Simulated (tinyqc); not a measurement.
Quasi-harmonic thermal expansion with mode Grueneisen parameters: one step, computed by the program tinyqc.

A crystal with two atoms a cell; per atom there are 1 transverse acoustic (TA), 1/2 longitudinal acoustic (LA) and 3/2 optical (O) modes. Every frequency of group i scales as nu_i (V/V0)^(-gamma_i). The acoustic groups have Debye spectra, density 3 nu^2/nu_i^3 up to nu_i (40 Gauss-Legendre points); the optical group has one frequency. Static energy: E = (9 V0 B0/16) [y^3 B' + y^2 (2 - 4 y)], y = (V0/V)^(2/3) - 1, with pressure P_s = (3 B0/2) (z^7 - z^5) [1 + (3/4)(B' - 4)(z^2 - 1)], z = (V0/V)^(1/3).

Task: Grueneisen's estimate. gamma_th = sum gamma_i C_i / sum C_i; volume expansion coefficient alpha_V = gamma_th C k_B/(B0 V0); linear coefficient alpha_V/3; first-order volume change P_ph/B0.

Inputs (values chosen for the exercise, for a model crystal): static volume V0 = 21.2 angstrom^3/atom; static bulk modulus B0 = 60.2 GPa; temperature T = 120 K.

Acoustic groups: Debye.

Groups:

| group | h nu_i/(k_B T) | U_i (meV) | C_i (k_B) | gamma_i C_i (k_B) |
|---|---|---|---|---|
| TA | 0.8158713 | 10.68227 | 0.9674930 | -0.8513938 |
| LA | 1.827712 | 6.001639 | 0.4255130 | 0.7659234 |
| O | 3.151503 | 26.62691 | 0.6957126 | 0.9044264 |

phonon pressure at V0 = 0.2722003 GPa

Constants: k_B = 8.617333262e-05 eV/K; 1 eV/angstrom^3 = 160.2176634 GPa.

Give: heat capacity C at V0; gamma_th at V0; linear expansion, Grueneisen estimate; first-order volume change.

Result:

heat capacity C at V0 = 2.089 k_B/atom

gamma_th at V0 = 0.3921

linear expansion, Grueneisen estimate = 2.953 ppm/K

first-order volume change = 0.4522 %
